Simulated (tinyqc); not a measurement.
Plane-wave Kohn-Sham cycle with exchange-only LDA in a layered model solid, step by step. Computed by tinyqc, a small Python program that keeps every step. Settings: points = 16, plane-wave index or count = 3, electrons = 4, k points = 3, area = 37.0, mixing = 1.0, iteration cap = 65. Command: `OMP_NUM_THREADS=1 python tinyqc.py 30109 30110 out.jsonl` (the two numbers bound the seeds that draw the settings). One thread of a shared host (Intel(R) Xeon(R) Processor @ 2.60GHz), about 0.01 s of CPU time with the checks. Later iterations appear only in the table of the cycle.

## Iteration 1: potential

A solid whose potential varies along x alone (atomic units):

| parameter | value |
|---|---|
| period a | 11.100000 |
| cross-section of the cell | 37.000000 |
| electrons per cell | 4 |
| grid points | 16 |
| plane waves -n..n, n | 3 |
| k points | 3 |
| V1 in V1 cos(2 pi x/a) | -0.530000 |
| V2 in V2 cos(4 pi x/a) | -0.010000 |

density at the start, on the grid x_j = j a/N (e/bohr^3): 0.0097395  0.0097395  0.0097395  0.0097395  0.0097395  0.0097395  0.0097395  0.0097395  0.0097395  0.0097395  0.0097395  0.0097395  0.0097395  0.0097395  0.0097395  0.0097395

V_H(G) = 4 pi rho(G)/G^2 for G != 0 (uniform background); v_x = -(3 rho/pi)^(1/3); V = V_ext + V_H + v_x; Fourier components f(G_m) = (1/N) sum_j f(x_j) exp(-i G_m x_j).

Potentials on the grid (hartree):

| x | V_ext | V_H | v_x | V |
|---|---|---|---|---|
| 0.00000 | -0.54000 | 0.00000 | -0.21030 | -0.75030 |
| 0.69375 | -0.49673 | 0.00000 | -0.21030 | -0.70703 |
| 1.38750 | -0.37477 | 0.00000 | -0.21030 | -0.58506 |
| 2.08125 | -0.19575 | 0.00000 | -0.21030 | -0.40605 |
| 2.77500 | 0.01000 | 0.00000 | -0.21030 | -0.20030 |
| 3.46875 | 0.20989 | 0.00000 | -0.21030 | -0.00040 |
| 4.16250 | 0.37477 | 0.00000 | -0.21030 | 0.16447 |
| 4.85625 | 0.48259 | 0.00000 | -0.21030 | 0.27229 |
| 5.55000 | 0.52000 | 0.00000 | -0.21030 | 0.30970 |
| 6.24375 | 0.48259 | 0.00000 | -0.21030 | 0.27229 |
| 6.93750 | 0.37477 | 0.00000 | -0.21030 | 0.16447 |
| 7.63125 | 0.20989 | 0.00000 | -0.21030 | -0.00040 |
| 8.32500 | 0.01000 | 0.00000 | -0.21030 | -0.20030 |
| 9.01875 | -0.19575 | 0.00000 | -0.21030 | -0.40605 |
| 9.71250 | -0.37477 | 0.00000 | -0.21030 | -0.58506 |
| 10.40625 | -0.49673 | 0.00000 | -0.21030 | -0.70703 |

V(G_m), m = 0, 1, 2, ... (hartree): -0.21030  -0.26500  -0.00500  0.00000  0.00000  0.00000  0.00000

## Iteration 1: Hamiltonian at one k

k = 0.00000 2 pi / a

H(m,m') = (k + G_m)^2/2 delta + V(G_m - G_m'), with V(-G) = V(G).

H (hartree):
```
          -3        -2        -1        +0        +1        +2        +3
-3   1.23157  -0.26500  -0.00500   0.00000   0.00000   0.00000   0.00000
-2  -0.26500   0.43053  -0.26500  -0.00500   0.00000   0.00000   0.00000
-1  -0.00500  -0.26500  -0.05009  -0.26500  -0.00500   0.00000   0.00000
+0   0.00000  -0.00500  -0.26500  -0.21030  -0.26500  -0.00500   0.00000
+1   0.00000   0.00000  -0.00500  -0.26500  -0.05009  -0.26500  -0.00500
+2   0.00000   0.00000   0.00000  -0.00500  -0.26500   0.43053  -0.26500
+3   0.00000   0.00000   0.00000   0.00000  -0.00500  -0.26500   1.23157
```

## Iteration 1: levels at that k

Diagonalise the Hermitian matrix.

eigenvalues (hartree): -0.54917  -0.17290  0.11450  0.47465  0.51592  1.31526  1.31547

## Iteration 1: new density

Motion across x is left out: the lowest 2 band(s) hold two electrons at each of the k points (j + 1/2)/nk - 1/2. Residual R = rho(out) - rho(in); rho(new) = rho(in) + 1 R. rho(out) = 2/(a A nk) sum |psi|^2 with psi = sum c exp(i G x). Harris energy E = band energy - dV sum rho (V_H/2 + v_x) + (3/4) dV sum rho v_x with rho(in), dV = a A/N, band energy = (2/nk) sum of the filled levels.

rho(out) (e/bohr^3): 0.0188860  0.0206955  0.0210914  0.0153120  0.0075394  0.0026967  0.0008216  0.0002537  0.0001249  0.0002537  0.0008216  0.0026967  0.0075394  0.0153120  0.0210914  0.0206955

density after iteration 1 (e/bohr^3): 0.0188860  0.0206955  0.0210914  0.0153120  0.0075394  0.0026967  0.0008216  0.0002537  0.0001249  0.0002537  0.0008216  0.0026967  0.0075394  0.0153120  0.0210914  0.0206955

energy per cell = -1.2373297 hartree

## Iteration 2: potential

As before.

Potentials on the grid (hartree):

| x | V_ext | V_H | v_x | V |
|---|---|---|---|---|
| 0.00000 | -0.54000 | 0.46190 | -0.26224 | -0.34034 |
| 0.69375 | -0.49673 | 0.43315 | -0.27036 | -0.33394 |
| 1.38750 | -0.37477 | 0.33887 | -0.27208 | -0.30797 |
| 2.08125 | -0.19575 | 0.17935 | -0.24453 | -0.26093 |
| 2.77500 | 0.01000 | -0.01287 | -0.19309 | -0.19596 |
| 3.46875 | 0.20989 | -0.19342 | -0.13707 | -0.12059 |
| 4.16250 | 0.37477 | -0.33290 | -0.09223 | -0.05037 |
| 4.85625 | 0.48259 | -0.41908 | -0.06234 | 0.00116 |
| 5.55000 | 0.52000 | -0.44810 | -0.04923 | 0.02268 |
| 6.24375 | 0.48259 | -0.41908 | -0.06234 | 0.00116 |
| 6.93750 | 0.37477 | -0.33290 | -0.09223 | -0.05037 |
| 7.63125 | 0.20989 | -0.19342 | -0.13707 | -0.12059 |
| 8.32500 | 0.01000 | -0.01287 | -0.19309 | -0.19596 |
| 9.01875 | -0.19575 | 0.17935 | -0.24453 | -0.26093 |
| 9.71250 | -0.37477 | 0.33887 | -0.27208 | -0.30797 |
| 10.40625 | -0.49673 | 0.43315 | -0.27036 | -0.33394 |

V(G_m), m = 0, 1, 2, ... (hartree): -0.17843  -0.09087  0.00895  0.00026  0.00044  -0.00010  0.00033

## Iteration 2: Hamiltonian at one k

k = 0.00000 2 pi / a

As before.

H (hartree):
```
          -3        -2        -1        +0        +1        +2        +3
-3   1.26344  -0.09087   0.00895   0.00026   0.00044  -0.00010   0.00033
-2  -0.09087   0.46240  -0.09087   0.00895   0.00026   0.00044  -0.00010
-1   0.00895  -0.09087  -0.01822  -0.09087   0.00895   0.00026   0.00044
+0   0.00026   0.00895  -0.09087  -0.17843  -0.09087   0.00895   0.00026
+1   0.00044   0.00026   0.00895  -0.09087  -0.01822  -0.09087   0.00895
+2  -0.00010   0.00044   0.00026   0.00895  -0.09087   0.46240  -0.09087
+3   0.00033  -0.00010   0.00044   0.00026   0.00895  -0.09087   1.26344
```

## Iteration 2: levels at that k

As before.

eigenvalues (hartree): -0.24917  -0.04364  0.04255  0.46801  0.47126  1.27353  1.27428

## Iteration 2: new density

As before.

rho(out) (e/bohr^3): 0.0132792  0.0140650  0.0151538  0.0144211  0.0114549  0.0076690  0.0045873  0.0028027  0.0022445  0.0028027  0.0045873  0.0076690  0.0114549  0.0144211  0.0151538  0.0140650

density after iteration 2 (e/bohr^3): 0.0132792  0.0140650  0.0151538  0.0144211  0.0114549  0.0076690  0.0045873  0.0028027  0.0022445  0.0028027  0.0045873  0.0076690  0.0114549  0.0144211  0.0151538  0.0140650

energy per cell = -0.9467947 hartree

## Convergence

Stop when sqrt(dV sum R^2) is below 1e-8, dV = a A/N.

Course of the cycle:

| iteration | E (hartree) | norm of the residual |
|---|---|---|
| 1 | -1.2373297 | 1.74e-01 |
| 2 | -0.9467947 | 9.03e-02 |
| 3 | -0.9178474 | 5.13e-02 |
| 4 | -0.9024176 | 2.95e-02 |
| 5 | -0.8985506 | 1.74e-02 |
| 6 | -0.8969603 | 1.02e-02 |
| 7 | -0.8964635 | 6.02e-03 |
| 8 | -0.8962798 | 3.55e-03 |
| 9 | -0.8962182 | 2.09e-03 |
| 10 | -0.8961963 | 1.24e-03 |
| 11 | -0.8961888 | 7.29e-04 |
| ... | ... | ... |
| 23 | -0.8961847 | 1.29e-06 |
| 24 | -0.8961847 | 7.63e-07 |
| 25 | -0.8961847 | 4.50e-07 |
| 26 | -0.8961847 | 2.66e-07 |
| 27 | -0.8961847 | 1.57e-07 |
| 28 | -0.8961847 | 9.24e-08 |
| 29 | -0.8961847 | 5.45e-08 |
| 30 | -0.8961847 | 3.22e-08 |
| 31 | -0.8961847 | 1.90e-08 |
| 32 | -0.8961847 | 1.12e-08 |
| 33 | -0.8961847 | 6.60e-09 |

Converged in 33 iterations. Before convergence this energy mixes input and output and is not variational, so it may rise towards its limit.
